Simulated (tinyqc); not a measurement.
Worked calculation: empirical pseudopotential in a few plane waves. One step of it, computed by the program tinyqc.

Problem. Bloch Hamiltonian at k. Basis: the 15 shortest G (labels in 2 pi/a), the same at every k. H(G,G') = c |k + G|^2 delta + VS(|G-G'|^2) cos((G-G').tau) + i VA sin((G-G').tau), tau = a/8 (1,1,1); 1 Ry = 13.605693 eV.

Parameters chosen for this model: fcc lattice, atoms at +/- a/8 (1,1,1); form factors in rydberg at |G|^2 in units of (2 pi/a)^2:
```
parameter                 value      unit
a                      5.570000  angstrom
VS(3)                 -0.246000        Ry
VS(8)                 -0.009000        Ry
VS(11)                 0.063000        Ry
VA(3)                         0        Ry
VA(4)                         0        Ry
VA(11)                        0        Ry
hbar^2/2m (2 pi/a)^2   4.848108        eV
```

k point k (2 pi / a): 0.060000  0.290000  -0.580000

Give: H(k) at k.

Solution.

H(k) at k (eV), lower triangle:
```
         +0+0+0   -1-1-1   -1-1+1   -1+1-1   -1+1+1   +1-1-1   +1-1+1   +1+1-1
+0+0+0   2.0561
-1-1-1   2.3667  18.8305
-1-1+1  -2.3667   0.0000   7.5829
-1+1-1  -2.3667   0.0000  -0.1225  24.4543
-1+1+1  -2.3667   0.1225   0.0000   0.0000  13.2067
+1-1-1  -2.3667   0.0000  -0.1225  -0.1225   0.0000  19.9941
+1-1+1  -2.3667   0.1225   0.0000   0.0000  -0.1225   0.0000   8.7465
+1+1-1  -2.3667   0.1225   0.0000   0.0000  -0.1225   0.0000  -0.1225  25.6179
+1+1+1   2.3667   0.0000   0.1225   0.1225   0.0000   0.1225   0.0000   0.0000
-2+0+0   0.0000  -2.3667  -2.3667  -2.3667   2.3667   0.6061  -0.6061  -0.6061
+0-2+0   0.0000  -2.3667  -2.3667   0.6061  -0.6061  -2.3667   2.3667  -0.6061
+0+0-2   0.0000  -2.3667   0.6061  -2.3667  -0.6061  -2.3667  -0.6061   2.3667
+0+0+2   0.0000  -0.6061   2.3667  -0.6061  -2.3667  -0.6061  -2.3667   0.6061
+0+2+0   0.0000  -0.6061  -0.6061   2.3667  -2.3667  -0.6061   0.6061  -2.3667
+2+0+0   0.0000  -0.6061  -0.6061  -0.6061   0.6061   2.3667  -2.3667  -2.3667

         +1+1+1   -2+0+0   +0-2+0   +0+0-2   +0+0+2   +0+2+0   +2+0+0
+1+1+1  14.3703
-2+0+0  -0.6061  20.2850
+0-2+0  -0.6061  -0.1225  15.8247
+0+0-2  -0.6061  -0.1225  -0.1225  32.6961
+0+0+2  -2.3667   0.1225   0.1225   0.0000  10.2009
+0+2+0  -2.3667   0.1225   0.0000   0.1225  -0.1225  27.0723
+2+0+0  -2.3667   0.0000   0.1225   0.1225  -0.1225  -0.1225  22.6121
```
